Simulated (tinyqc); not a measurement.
Hubbard ring of 4 sites, step by step. Computed by tinyqc, a small Python program that keeps every step. Settings: hopping = 1.96, U = 2.0, mixing = 0.5, iteration cap = 60. Command: `OMP_NUM_THREADS=1 python tinyqc.py 23679 23680 out.jsonl` (the two numbers bound the seeds that draw the settings). One thread of a shared host (Intel(R) Xeon(R) Processor @ 2.60GHz), about 0.2 s of CPU time with the checks. Later iterations appear only in the table of the cycle.

## Mean-field iteration 1

one-body matrix (hopping and site energies) (eV), lower triangle:
```
           1          2          3         4
1   0.000000
2  -1.960000   0.000000
3   0.000000  -1.960000   0.000000
4  -1.960000   0.000000  -1.960000  0.000000
```

U = 2.000000 eV

electrons, up and down: 2  2

mixing = 0.500000

n(up) at the start (a guess, not normalised): 1 0.950000, 2 0.050000, 3 0.950000, 4 0.050000

n(down) at the start (a guess): 1 0.050000, 2 0.950000, 3 0.050000, 4 0.950000

H(up) = T + U n(down), H(down) = T + U n(up); fill the lowest levels; n(new) = n + mixing (n(out) - n); E = tr T (rho up + rho down) + U sum n_up n_down of the output.

levels, up (eV): -3.021990  0.100000  1.900000  5.021990

levels, down (eV): -3.021990  0.100000  1.900000  5.021990

energy = -6.390000 eV

n(up) after iteration 1: 1 0.877971, 2 0.122029, 3 0.877971, 4 0.122029

n(down) after iteration 1: 1 0.122029, 2 0.877971, 3 0.122029, 4 0.877971

## Mean-field iteration 2

As before.

levels, up (eV): -2.992224  0.244058  1.755942  4.992224

levels, down (eV): -2.992224  0.244058  1.755942  4.992224

energy = -6.405447 eV

n(up) after iteration 2: 1 0.837655, 2 0.162345, 3 0.837655, 4 0.162345

n(down) after iteration 2: 1 0.162345, 2 0.837655, 3 0.162345, 4 0.837655

## Mean-field iteration 3

As before.

levels, up (eV): -2.977743  0.324690  1.675310  4.977743

levels, down (eV): -2.977743  0.324690  1.675310  4.977743

energy = -6.410373 eV

n(up) after iteration 3: 1 0.815049, 2 0.184951, 3 0.815049, 4 0.184951

n(down) after iteration 3: 1 0.184951, 2 0.815049, 3 0.184951, 4 0.815049

## Convergence

Each step fills the lowest levels of T + U n(other spin) and sets n(new) = n + mixing (n(out) - n); stop when output and input agree to 1e-8.

Course of the cycle:
```
iteration       E (eV)  largest |n(out) - n(in)|  mean |n_up - n_down|
1          -6.38999971                  1.44e-01              0.611885
2          -6.40544723                  8.06e-02              0.594677
3          -6.41037286                  4.52e-02              0.584886
4          -6.41193514                  2.54e-02              0.579351
5          -6.41242945                  1.42e-02              0.576231
6          -6.41258567                  8.00e-03              0.574476
7          -6.41263501                  4.49e-03              0.573489
8          -6.41265059                  2.52e-03              0.572934
9          -6.41265550                  1.42e-03              0.572622
10         -6.41265706                  7.97e-04              0.572447
11         -6.41265755                  4.48e-04              0.572348
...                ...                       ...                   ...
20         -6.41265777                  2.49e-06              0.572223
21         -6.41265777                  1.40e-06              0.572222
22         -6.41265777                  7.87e-07              0.572222
23         -6.41265777                  4.42e-07              0.572222
24         -6.41265777                  2.48e-07              0.572222
25         -6.41265777                  1.40e-07              0.572222
26         -6.41265777                  7.84e-08              0.572222
27         -6.41265777                  4.41e-08              0.572222
28         -6.41265777                  2.48e-08              0.572222
29         -6.41265777                  1.39e-08              0.572222
30         -6.41265777                  7.81e-09              0.572222
```

local moments n_up - n_down: 1 0.572222, 2 -0.572222, 3 0.572222, 4 -0.572222

Converged in 30 iterations. Before convergence this energy mixes input and output and is not variational, so it may rise towards its limit.

## Exact diagonalisation (36 states)

Lowest levels of the sector, and the double occupancy of the lowest state.

lowest levels (eV): -6.525001  -6.427814  -5.572919  -5.411809  -3.045541  -3.045541

double occupancy per site = 0.143759

The mean-field solution above lies 0.1123 eV above the exact energy.

## The lowest level by Lanczos steps

From a random start vector (not printed): a_j = <q_j|H|q_j>, b_j = norm of the remainder after orthogonalising; the Ritz value is the lowest eigenvalue of the tridiagonal matrix of a and b so far.

Lanczos:
```
j    a_j (eV)  b_j (eV)  lowest Ritz value (eV)
1   -0.140790  4.639246             -0.14079026
2    2.425841  5.243094             -3.67094499
3    2.298240  4.832651             -5.32799577
4    2.521622  3.301389             -6.06986254
5    1.093271  3.907287             -6.24729744
6    0.663200  4.996597             -6.33865220
7    2.880766  3.810272             -6.44484057
8    2.258253  3.757194             -6.50043765
9    2.591382  2.856955             -6.51946952
10   2.452539  2.645146             -6.52237073
```
